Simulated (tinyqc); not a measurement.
Straight dislocations in isotropic elasticity: fields, energies, partials, Peierls stress and walls: one step, computed by the program tinyqc.

The line runs along z, the glide plane is y = 0, and beta is the angle between b and the line (0 screw, 90 degrees edge): b_e = b sin(beta) along +x with the extra half plane at y > 0, b_s = b cos(beta). Stress is positive in tension.

Task: Line energy and line tension. Energy factor K = G [cos^2(beta) + sin^2(beta)/(1 - nu)]. E = K b^2/(4 pi) ln(R/r0) with R = 1/(2 sqrt(rho)); tension T = E + d^2E/d(beta)^2 = G b^2 [1 + nu - 3 nu sin^2(beta)]/(4 pi (1 - nu)) ln(R/r0). The core energy is taken into r0.

Inputs (values chosen for the exercise, modelled on aluminium): shear modulus G = 26.9 GPa; Poisson ratio nu = 0.342; Burgers vector b = 2.863 angstrom; dislocation density rho = 7.2e+14 1/m^2; core radius r0/b = 2.

Character: screw.

Constants: 1 eV/angstrom^3 = 160.2176634 GPa.

Give: energy factor K; ln(R/r0); line energy E; line tension T; stored energy rho E.

Result:

energy factor K = 26.9 GPa

ln(R/r0) = 3.4826

line energy E = 3.8139 eV/nm

line tension T = 7.7786 eV/nm

stored energy rho E = 439.96 kJ/m^3

T/E = 2.04: bowing turns parts of the line towards the costlier edge character, so it is stiff.
